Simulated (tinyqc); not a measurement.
Raising U: Hubbard chain of 5 sites, mean field against exact. Computed by the program tinyqc. Collinear unrestricted mean field (the lowest of 40 random starts) against exact diagonalisation.

one-body matrix (hopping and site energies) (eV):
```
,1,2,3,4,5
1,0.0000,-1.9500,0.0000,0.0000,0.0000
2,-1.9500,0.0000,-1.9500,0.0000,0.0000
3,0.0000,-1.9500,0.0000,-1.9500,0.0000
4,0.0000,0.0000,-1.9500,0.0000,-1.9500
5,0.0000,0.0000,0.0000,-1.9500,0.0000
```

electrons, up and down: 3  2

Exact and mean-field results (eV):
```
U,U/t,E exact,E mean field,mean |n_up - n_down|,"double occupancy, exact",first gap in the sector
0.970,0.497,-9.57330,-9.52967,0.231,0.213,1.860
1.950,1.000,-8.58449,-8.41196,0.278,0.191,1.753
3.900,2.000,-6.93060,-6.33673,0.460,0.149,1.520
5.850,3.000,-5.66410,-4.74963,0.684,0.112,1.297
7.800,4.000,-4.71407,-3.71149,0.810,0.084,1.107
11.700,6.000,-3.45592,-2.54494,0.913,0.049,0.831
15.600,8.000,-2.69604,-1.92692,0.950,0.031,0.655
23.400,12.000,-1.85345,-1.29320,0.978,0.015,0.453
39.000,20.000,-1.13082,-0.77854,0.992,0.006,0.278
```

What does the comparison show, and why?

In absolute terms mean field is worst at U/t = 4.0, 1.003 eV too high: at small U it is nearly exact, and at large U it misses only exchange-scale energies. Relative to the exact energy its error is 0.5 % at the smallest U, 31 % at most and 31 % at the largest. The double occupancy falls from 0.213 to 0.006; at the largest U the first gap is 0.71 times the exchange scale 4t^2/U.
